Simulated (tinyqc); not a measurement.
Deep trap from a strong local potential in a two-band host (Koster-Slater model with semi-elliptic bands): one step, computed by the program tinyqc. Command: `OMP_NUM_THREADS=1 python tinyqc.py 3008120 3008121 out.jsonl deeptrap walk`. One thread of a shared host (Intel(R) Xeon(R) Processor @ 2.30GHz), about 0.02 s of CPU time with the checks.

The valence band spans -2 W_v to 0 and the conduction band E_g to E_g + 2 W_c. The orbital at the impurity site has weight f_v in the valence band and 1 - f_v in the conduction band, each spread as a semi-ellipse (2/(pi W^2)) sqrt(W^2 - x^2) about the band centre. The impurity adds U to this orbital. Spin is left out.

Problem. The same problem as a small matrix. Each band is replaced by n levels e_k = centre + W cos(k pi/(n + 1)) with weights w_k = f (2/(n + 1)) sin^2(k pi/(n + 1)), k = 1..n (valence first); H_kl = e_k delta_kl + U sqrt(w_k w_l).

Inputs (values chosen for the exercise, for a model semiconductor):
```
quantity                                value  unit
gap E_g                                  0.74    eV
half-width of the valence band W_v          4    eV
half-width of the conduction band W_c     5.2    eV
valence weight f_v of the site orbital   0.56     -
impurity potential U                     5.77    eV
levels per band n                           2     -
```

Impurity: repulsive, acceptor-like.

Give: host levels e_k; weights w_k; H.

Solution.

host levels e_k (eV): -2.00  -6.00  8.54  3.34

weights w_k: 0.28  0.28  0.22  0.22

H (eV), lower triangle (symmetric):
```
         1        2       3       4
1  -0.3844
2   1.6156  -4.3844
3   1.4321   1.4321  9.8094
4   1.4321   1.4321  1.2694  4.6094
```
